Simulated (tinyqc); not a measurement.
Comparisons within one model: two-band massive Dirac model of the K valleys. A value that a table varies takes the place of the one given here.

Basis (conduction, valence): H = [[D/2, a t (tau kx - i ky)], [a t (tau kx + i ky), -D/2 + lam tau sz]], valley tau = +/-1, spin sz = +/-1. The gap of a spin and valley is G = D - lam tau sz. Berry curvature Omega = curl of i<u|grad u>; for the conduction band Omega_c = -tau 2 a^2 t^2 G/(G^2 + 4 a^2 t^2 k^2)^(3/2), and Omega_v = -Omega_c.

Constants: hbar^2/2m0 = 3.80998211 eV angstrom^2.

Inputs chosen for the exercise (near those used for monolayer MoSe2; shifted at random, so the results belong to these values and not to a real crystal):
- a = 3.322 angstrom (lattice constant)
- D = 1.53 eV (gap parameter)
- t = 0.97 eV (effective hopping)
- lam = 0.092 eV (half the valence spin splitting)

## Away from the valley

Flavour tau = +1, sz = +1. Parabolic transition energy G + 2 a^2 t^2 k^2/G; degree of circular polarisation eta = 2 cos(theta)/(1 + cos^2(theta)). The last column is the Berry flux of the conduction band inside |k|, over 2 pi: -(1 - cos(theta))/2, cos(theta) = G/(transition energy).

Along |k|:
```
|k| (1/angstrom),transition (eV),parabolic (eV),Omega_c (angstrom^2),eta,flux/2 pi
0.000,1.4380,1.4380,-10.043,1.0000,0.0000
0.025,1.4470,1.4470,-9.857,1.0000,-0.0031
0.050,1.4737,1.4741,-9.331,0.9997,-0.0121
0.075,1.5171,1.5192,-8.553,0.9986,-0.0261
0.100,1.5758,1.5824,-7.632,0.9958,-0.0437
0.150,1.7327,1.7629,-5.740,0.9829,-0.0850
0.200,1.9311,2.0157,-4.147,0.9581,-0.1277
0.300,2.4095,2.7377,-2.135,0.8801,-0.2016
```

How do the results move?

The curvature halves at |k| = 0.171 1/angstrom, where 2 a t k = 0.766 G. At 0.3 the parabola is 328 meV too high, eta has fallen only to 0.880, and the flux has reached -0.202 of the -1/2 that a whole cone holds. The real bands leave this model beyond about 0.1 to 0.2 1/angstrom, where trigonal warping and other bands enter.

## Hole doping of the spin-split valence bands

The Fermi level lies E below the top of the valence band. kF for the upper and lower band of valley +1 from the two-band energy; each flavour holds kF^2/(4 pi) holes per area and both valleys count. Spin polarisation within one valley; Berry flux removed from valley +1, the sum of (1 - cos(theta_F))/2 with cos(theta_F) = G/sqrt(G^2 + 4 a^2 t^2 kF^2), in units of 2 pi.

Holes:
```
E (meV),kF upper (1/angstrom),kF lower,p (1e12/cm^2),spin polarisation in a valley,flux/2 pi
23.0,0.0569,0.0000,5.15,1.000,0.0155
46.0,0.0811,0.0000,10.46,1.000,0.0301
92.0,0.1164,0.0000,21.58,1.000,0.0567
138.0,0.1447,0.0000,33.34,1.000,0.0805
174.8,0.1648,0.0000,43.21,1.000,0.0978
202.4,0.1788,0.0539,55.52,0.833,0.1209
276.0,0.2134,0.1232,96.68,0.500,0.1896
368.0,0.2530,0.1789,152.80,0.333,0.2617
```

What does this show?

Up to E = 2 lam = 184 meV, a density of 45.7e12/cm^2, only the upper band of this model is emptied and each valley is fully spin-polarised, oppositely in the two. Beyond it the polarisation falls, to 0.33 in the last row. The flux, times e^2/h, is in size the change of the Hall conductivity of one valley; the other valley cancels it in the charge current. Rows with kF above about 0.2 1/angstrom lie beyond the range of the model, and in real layers the valley at Gamma, close below in MoS2 and WS2, can take holes as well.

## What each parameter does

Flavour tau = sz = +1 at k = 0: gap G, mass c G/(a t)^2 with c = hbar^2/2m0, Omega_c, and the B - A splitting 2 lam. Each row changes one parameter from the base and keeps the others.

Results:
```
case,G (eV),mass (m0),Omega_c (angstrom^2),B - A (eV)
base,1.4380,0.5276,-10.043,0.1840
a = 3.3884 angstrom,1.4380,0.5072,-10.448,0.1840
D = 1.377 eV,1.2850,0.4715,-12.577,0.1840
t = 0.873 eV,1.4380,0.6514,-8.135,0.1840
lam = 0.138 eV,1.3920,0.5108,-10.718,0.2760
```

How do the results move?

The largest shifts from the base row, up to three for each result and ties (the steps differ in size, so this ranks the rows, not the parameters). G (eV): D -0.1530, lam -0.0460; unchanged at the printed digits by a and t. mass (m0): t +0.1238, D -0.0561, a -0.0205. Omega_c (angstrom^2): D -2.534, t +1.908, lam -0.675. B - A (eV): lam +0.0920; unchanged at the printed digits by a, D and t. The mass goes as G/(a t)^2 and the curvature as (a t)^2/G^2, so their product is -2c/G.

Run: tinyqc, `OMP_NUM_THREADS=1 python tinyqc.py 1480311 1480312 out.jsonl`; Intel(R) Xeon(R) Processor @ 2.30GHz, one thread, shared host; about 0.01 s of CPU time with all checks.
